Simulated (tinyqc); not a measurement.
MP2 on RHF in the 3-21g basis, for H2, spin multiplicity 1, step by step. One step of it, computed by the program tinyqc.

Question. Iteration 5 (converged): orbitals. Diagonalise F' = X^T F X, C = X C', fill 1 alpha and 1 beta electrons from the bottom; D = 2 C_occ C_occ^T. Each column has its largest component positive (the first on a tie).

converged F (hartree), lower triangle:
```
           1H 1s      1H 2s      2H 1s      2H 2s
1H 1s   0.246508
1H 2s  -0.393350  -0.295383
2H 1s  -0.338227  -0.372447   0.246508
2H 2s  -0.372447  -0.358491  -0.393350  -0.295383
```

X, lower triangle:
```
           1H 1s      1H 2s      2H 1s     2H 2s
1H 1s   1.239268
1H 2s  -0.484000   1.533099
2H 1s   0.008892   0.022453   1.239268
2H 2s   0.022453  -0.535406  -0.484000  1.533099
```

Give: F' = X^T F X; orbital energies; coefficients C; D after iteration 5.

Answer.

F' = X^T F X (hartree), lower triangle:
```
         1        2        3       4
1   0.7638
2  -0.6259   0.2493
3  -0.1636  -0.1369   0.7638
4  -0.1369  -0.2145  -0.6259  0.2493
```

orbital energies (hartree): MO1 -0.4960, MO2 0.1544, MO3 1.1310, MO4 1.2368

coefficients C:
```
          MO1      MO2      MO3      MO4
1H 1s  0.2363   0.1625   0.9108  -0.9267
1H 2s  0.3926   1.0446  -0.6709   1.0846
2H 1s  0.2363  -0.1625   0.9108   0.9267
2H 2s  0.3926  -1.0446  -0.6709  -1.0846
```

D after iteration 5, lower triangle:
```
        1H 1s   1H 2s   2H 1s   2H 2s
1H 1s  0.1116
1H 2s  0.1855  0.3083
2H 1s  0.1116  0.1855  0.1116
2H 2s  0.1855  0.3083  0.1855  0.3083
```
